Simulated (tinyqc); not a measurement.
Width of the well: finite square well with mass mismatch (envelope functions).

A square well of width L and depth V0, mass mw inside and mb outside, energies from the bottom of the well, c = hbar^2/2m0. k = sqrt(mw E/c), kappa = sqrt(mb (V0 - E)/c). psi and psi'/m are continuous at the walls (BenDaniel-Duke), so level n solves k L + 2 atan[(k/mw)/(kappa/mb)] = n pi.

Constants: hbar^2/2m0 = 3.80998211 eV angstrom^2.

Parameters, chosen for this exercise (near those of an InGaAs well in InP; shifted at random, so the results belong to these values and not to a real crystal):

| symbol | value | unit | meaning |
|---|---|---|---|
| V0 | 0.265 | eV | barrier height |
| mw | 0.0404 | m0 | mass in the well |
| mb | 0.0834 | m0 | mass in the barrier |
| Ls | (30, 41, 58, 81, 114, 159, 223) | angstrom | widths |

Levels against L, beside the infinite well E1(hard) = c (pi/L)^2/mw; Pb is the probability of level 1 in the barriers; a dash marks an unbound level.

Levels:

| L (angstrom) | bound levels | E1 (eV) | E2 (eV) | E1(hard) (eV) | Pb |
|---|---|---|---|---|---|
| 30 | 1 | 0.1407 | - | 1.0342 | 0.333 |
| 41 | 1 | 0.1086 | - | 0.5537 | 0.223 |
| 58 | 1 | 0.0769 | - | 0.2767 | 0.133 |
| 81 | 2 | 0.0522 | 0.2102 | 0.1419 | 0.075 |
| 114 | 2 | 0.0333 | 0.1362 | 0.0716 | 0.039 |
| 159 | 3 | 0.0206 | 0.0837 | 0.0368 | 0.019 |
| 223 | 4 | 0.0122 | 0.0490 | 0.0187 | 0.009 |

The infinite well overestimates E1 by a factor 7.35 at 30 angstrom and 1.54 at 223 angstrom. The local exponent d ln E1/d ln L goes from -0.83 (first two rows) to -1.56 (last two), towards the -2 of hard walls, as Pb falls from 0.333 to 0.009. E2 - E1 is largest at 81 angstrom of the widths listed.

(tinyqc, `OMP_NUM_THREADS=1 python tinyqc.py 1250953 1250954 out.jsonl`, Intel(R) Xeon(R) Processor @ 2.30GHz, 1 thread, shared host, about 0.01 s.)
